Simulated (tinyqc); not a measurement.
# Worked calculation: Schottky barrier on an n-type semiconductor, non-linear Poisson equation by Newton steps

Program tinyqc, `OMP_NUM_THREADS=1 python tinyqc.py 2020144 2020145 out.jsonl`; Intel Xeon 2.30GHz, shared host, one thread, about 0.06 s. Printed values are rounded; ~0 in a residual or rate marks an entry under 1e-11 of the largest of its column.

One dimension, metal at x = 0, donor density C(x) = Nd, uniform. Energies are counted from the electron Fermi level of the semiconductor and the conduction-band edge is Ec = -psi, so n = Nc exp(psi/Vt); holes follow the Fermi level of the metal, at -V, so p = Nv exp((V - psi - Eg)/Vt). Ends: psi(0) = V - phiB and psi = Vt ln(Nd/Nc) deep inside. Boltzmann statistics, full ionisation, no current, no image force in the Poisson equation.

Values chosen for this exercise; band and dielectric values those of a made-up semiconductor:
```
symbol,value,unit,meaning
T,325,K,temperature
Eg,2.18,eV,band gap
eps_r,12.4,,relative permittivity
Nc,2.24e19,cm^-3,conduction-band density of states at T
Nv,1.73e19,cm^-3,valence-band density of states at T
Nd,4.2e15,cm^-3,donor density deep in the semiconductor
phiB,1.47,eV,barrier height
V,0,V,bias of the metal against the semiconductor
```

Constants: q = 1.602176634e-19 C, kB = 1.380649e-23 J/K, Vt = kB T/q, eps0 = 8.8541878128e-14 F/cm where lengths are in cm. Results are converted to the units shown.

## End potentials, built-in voltage, Debye length

psi_0 = V - phiB, psi_b = Vt ln(Nd/Nc), Vbi = phiB - Vt ln(Nc/Nd), LD = sqrt(eps0 eps_r Vt/(q Nd)), W = sqrt(2 eps0 eps_r (Vbi - V)/(q Nd)), hole density at the metal p_0 = Nv exp((phiB - Eg)/Vt).

psi_0 = -1.47 V
psi_b = -0.2403428 V
Vbi = 1.229657 V
LD = 67.59794 nm
W for uniform Nd = 633.4501 nm
p_0 = 1.690710e8 cm^-3

The hole density at the metal is 4.0e-8 times Nd, so holes hardly matter.

## Doping on the mesh

x, node 0 to 13 (nm): [0, 32, 70.2, 116, 170, 235, 313, 405, 516, 648, 806, 994, 1220, 1490]

C = Nd, uniform, taken at the nodes.

donor density C, node 0 to 13 (cm^-3): [4.2e15, 4.2e15, 4.2e15, 4.2e15, 4.2e15, 4.2e15, 4.2e15, 4.2e15, 4.2e15, 4.2e15, 4.2e15, 4.2e15, 4.2e15, 4.2e15]

## Couplings between neighbouring nodes

a_i = eps0 eps_r/h_i for the interval from node i to i + 1, with h_i = x_(i+1) - x_i in cm.

coupling a_i, interval 0 to 12 (F/cm^2): [3.430998e-7, 2.874134e-7, 2.397204e-7, 2.033184e-7, 1.689107e-7, 1.407589e-7, 1.193391e-7, 9.891165e-8, 8.317570e-8, 6.948856e-8, 5.839996e-8, 4.858050e-8, 4.066368e-8]

## Starting potential

The parabola psi_b - (psi_b - psi_0)(1 - x/W)^2 for x < W and psi_b beyond, with psi_0 = V - phiB, psi_b = Vt ln(Nd/Nc), W = sqrt(2 eps0 eps_r (psi_b - psi_0)/(q Nd)).

psi at the start, node 0 to 13 (V): [-1.470000, -1.348901, -1.212557, -1.060876, -0.898554, -0.726870, -0.555031, -0.400277, -0.282616, -0.240343, -0.240343, -0.240343, -0.240343, -0.240343]

## Iteration 1: densities, residual and Jacobian diagonal

n_i = Nc exp(psi_i/Vt), p_i = Nv exp((V - psi_i - Eg)/Vt), rho_i = p_i - n_i + C_i, g_i = (n_i + p_i)/Vt. Box widths w_i = (h_(i-1) + h_i)/2 in cm. Residual F_i = a_i (psi_(i+1) - psi_i) - a_(i-1) (psi_i - psi_(i-1)) + q rho_i w_i; Jacobian: a_(i-1) and a_i beside the diagonal, b_i = -a_(i-1) - a_i - q g_i w_i on it. The two end nodes are fixed.

n, node 0 to 13 (cm^-3): [3.588753e-4, 0.02709127, 3.524687, 792.9261, 2.608339e5, 1.198583e8, 5.538363e10, 1.390417e13, 9.283620e14, 4.2e15, 4.2e15, 4.2e15, 4.2e15, 4.2e15]
p, node 0 to 13 (cm^-3): [1.690710e8, 2.239667e6, 17214.41, 76.52090, 0.2326209, 5.062263e-4, 1.095548e-6, 4.363827e-9, 6.535750e-11, 1.444653e-11, 1.444653e-11, 1.444653e-11, 1.444653e-11, 1.444653e-11]
residual F, node 1 to 12 (C/cm^2): [1.259574e-18, ~0, ~0, -2.486596e-19, -1.373044e-16, -7.542420e-14, -2.261110e-11, -1.753230e-9, -3.516109e-9, ~0, ~0, ~0]
diagonal b, node 1 to 12 (F/cm^2): [-6.305132e-7, -5.271338e-7, -4.430388e-7, -3.722290e-7, -3.096695e-7, -2.601006e-7, -2.190581e-7, -2.466153e-7, -5.010589e-7, -5.435593e-7, -6.043438e-7, -6.851191e-7]

## Iteration 1: Newton step

Solve the tridiagonal system a_(i-1) d_(i-1) + b_i d_i + a_i d_(i+1) = -F_i for nodes 1 to 12, with d = 0 on fixed nodes. The full step is added.

Newton step d, node 1 to 12 (V): [-0.00095192, -0.00208828, -0.00345073, -0.00505710, -0.00699070, -0.00931101, -0.01204737, -0.01521859, -0.00971775, -0.00125542, -0.00012201, -0.00000865]
psi after iteration 1, node 0 to 13 (V): [-1.470000, -1.349853, -1.214645, -1.064327, -0.903611, -0.733861, -0.564342, -0.412325, -0.297835, -0.250061, -0.241598, -0.240465, -0.240351, -0.240343]

## Iteration 2: densities, residual and Jacobian diagonal

As before.

n, node 0 to 13 (cm^-3): [3.588753e-4, 0.02618592, 3.271429, 701.0068, 2.177427e5, 9.338202e7, 3.971874e10, 9.043291e12, 5.391661e14, 2.968630e15, 4.015886e15, 4.181742e15, 4.198703e15, 4.2e15]
p, node 0 to 13 (cm^-3): [1.690710e8, 2.317101e6, 18547.07, 86.55467, 0.2786565, 6.497548e-4, 1.527627e-6, 6.709440e-9, 1.125357e-10, 2.043886e-11, 1.510885e-11, 1.450960e-11, 1.445099e-11, 1.444653e-11]
residual F, node 1 to 12 (C/cm^2): [~0, ~0, ~0, ~0, -3.942678e-18, -3.742368e-15, -1.821710e-12, -2.243979e-10, -5.249462e-10, -1.152336e-11, -1.319959e-13, -7.961945e-16]
diagonal b, node 1 to 12 (F/cm^2): [-6.305132e-7, -5.271338e-7, -4.430388e-7, -3.722290e-7, -3.096695e-7, -2.600999e-7, -2.187758e-7, -2.195633e-7, -3.989154e-7, -5.253378e-7, -6.021817e-7, -6.849351e-7]

## Iteration 2: Newton step

As before.

Newton step d, node 1 to 12 (in units of 1e-3 V): [-0.168916, -0.370560, -0.612321, -0.897367, -1.240478, -1.652211, -2.137841, -2.716695, -1.931230, -0.280452, -0.027576, -0.001957]
psi after iteration 2, node 0 to 13 (V): [-1.470000, -1.350022, -1.215015, -1.064939, -0.904508, -0.735101, -0.565994, -0.414462, -0.300551, -0.251992, -0.241879, -0.240492, -0.240353, -0.240343]

## Iteration 3: densities, residual and Jacobian diagonal

As before.

n, node 0 to 13 (cm^-3): [3.588753e-4, 0.02602846, 3.228429, 685.8466, 2.108765e5, 8.933613e7, 3.744334e10, 8.378668e12, 4.893220e14, 2.770821e15, 3.975872e15, 4.177627e15, 4.198409e15, 4.2e15]
p, node 0 to 13 (cm^-3): [1.690710e8, 2.331119e6, 18794.10, 88.46791, 0.2877297, 6.791811e-4, 1.620459e-6, 7.241654e-9, 1.239989e-10, 2.189799e-11, 1.526091e-11, 1.452390e-11, 1.445200e-11, 1.444653e-11]
residual F, node 1 to 12 (C/cm^2): [~0, ~0, ~0, ~0, -1.034050e-19, -9.230285e-17, -4.177637e-14, -4.782104e-12, -1.602635e-11, -5.562435e-13, -6.720479e-15, -4.072985e-17]
diagonal b, node 1 to 12 (F/cm^2): [-6.305132e-7, -5.271338e-7, -4.430388e-7, -3.722290e-7, -3.096695e-7, -2.600998e-7, -2.187372e-7, -2.160988e-7, -3.825069e-7, -5.213776e-7, -6.016944e-7, -6.848934e-7]

## Iteration 3: Newton step

As before.

Newton step d, node 1 to 12 (in units of 1e-5 V): [-0.434447, -0.953068, -1.574870, -2.307999, -3.190470, -4.249434, -5.498457, -6.990239, -5.873235, -0.899425, -0.088924, -0.006313]
psi after iteration 3, node 0 to 13 (V): [-1.470000, -1.350026, -1.215025, -1.064955, -0.904531, -0.735133, -0.566036, -0.414517, -0.300621, -0.252051, -0.241888, -0.240493, -0.240354, -0.240343]

## Course of the Newton iteration

Stop when the largest undamped |d| is below 1e-9 V, or after 80 iterations.

Course of the iteration:
```
iteration  largest |F| (C/cm^2)  largest |d| (V)  at node
1                       3.52e-9           0.0152        8
2                      5.25e-10          2.72e-3        8
3                      1.60e-11          6.99e-5        8
4                      1.41e-14          5.13e-8        8
5                      1.01e-20         3.44e-14        9
```

Converged in 5 iterations. Once the step is below 0.1 Vt, 3 more iteration(s) reach the threshold: near the solution the error is roughly squared each time.

## Converged densities, field and barrier lowering

converged psi, node 0 to 13 (V): [-1.470000, -1.350026, -1.215025, -1.064955, -0.904531, -0.735133, -0.566036, -0.414517, -0.300621, -0.252051, -0.241888, -0.240493, -0.240354, -0.240343]

n and p as above; E_i = -(psi_(i+1) - psi_i)/h_i; at the metal |E_0| = |E on interval 0| + q rho_0 (h_0/2)/(eps0 eps_r), rho_0 = p_0 - n_0 + C_0; image-force lowering dphi = sqrt(q |E_0|/(4 pi eps0 eps_r)).

n, node 0 to 13 (cm^-3): [3.588753e-4, 0.02602442, 3.227330, 685.4607, 2.107026e5, 8.923435e7, 3.738653e10, 8.362223e12, 4.881013e14, 2.765012e15, 3.974595e15, 4.177494e15, 4.198400e15, 4.2e15]
p, node 0 to 13 (cm^-3): [1.690710e8, 2.331480e6, 18800.50, 88.51771, 0.2879670, 6.799558e-4, 1.622922e-6, 7.255896e-9, 1.243090e-10, 2.194400e-11, 1.526581e-11, 1.452436e-11, 1.445203e-11, 1.444653e-11]
field E, interval 0 to 12 (kV/cm): [-37.49186, -35.34059, -32.76641, -29.70804, -26.06129, -21.67906, -16.46946, -10.26091, -3.67960, -0.64322, -0.07417, -0.00619, -0.00040]
|E_0| at the metal = 38.47250 kV/cm
image-force lowering = 21.13685 mV

A mesh of about 1000 nodes or more gives |E_0| = 38.38 kV/cm; the 14-node value is 0.24 % above it.

## Check against the first integral

First integral for uniform doping: E_0^2 = (2 q/(eps0 eps_r)) [Nd (U - Vt + Vt exp(-U/Vt)) + Vt p_0], U = Vbi - V, Vbi = phiB - Vt ln(Nc/Nd), p_0 = Nv exp((phiB - Eg)/Vt) (deep holes neglected). Image-force lowering dphi = sqrt(q E_0/(4 pi eps0 eps_r)), at x_m = sqrt(q/(16 pi eps0 eps_r E_0)). Depletion approximation: E = sqrt(2 q Nd U/(eps0 eps_r)).

E_0 = 38.37945 kV/cm
dphi = 21.11127 mV
x_m = 2.750335 nm
field in the depletion approximation = 38.82412 kV/cm

The depletion approximation is 1.2 % above the exact field. The lowering is 0.75 Vt, a factor of 2.13 in a thermionic current.
